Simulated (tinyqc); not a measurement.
AlGaN/GaN HEMT with access regions, lumped model: one step of the calculation.

A polarisation-induced electron sheet under a Schottky gate, in series with two ungated access regions and contacts. Drift law v = mu E/(1 + mu E/vs) under the gate. Currents in mA/mm, resistances in ohm mm. No self-heating, no channel-length modulation; fits for polarisation, barrier and offset are chosen for the exercise.

Task. Polarisation charge, threshold and sheet resistance. sigma = (5e13 x + 1.6e13 x^2) cm^-2, phiB = 0.84 + 1.3 x, dEc = 0.7 (1.71 x + x^2) in volts, Cb = eps0 eps_r/d, VT = phiB - dEc - q sigma/Cb, access density n0 = -Cb VT/q. Rsh = 1/(q mu n0); largest access current q n0 vs.

Inputs (values chosen for the exercise); values close to those of AlGaN/GaN structures:
- x = 0.23 (aluminium share of the barrier)
- d = 15 nm (barrier thickness)
- eps_r = 9.1 (relative permittivity of barrier and channel)
- mu = 1100 cm^2/(V s) (channel mobility)
- vs = 1.3e7 cm/s (saturation velocity)

Constants: q = 1.602176634e-19 C, eps0 = 8.8541878128e-14 F/cm where lengths are in cm. Results are converted to the units shown.

Find: sigma; Cb; VT; n0; Rsh; q n0 vs.

Result.

sigma = 1.235e13 cm^-2
Cb = 0.5372 uF/cm^2
VT = -2.856 V
n0 = 9.575e12 cm^-2
Rsh = 592.6 ohm
q n0 vs = 1994 mA/mm

Numbers from tinyqc (`OMP_NUM_THREADS=1 python tinyqc.py 2570080 2570081 out.jsonl`; about 0.04 s on one thread of a shared Intel Xeon 2.30GHz).
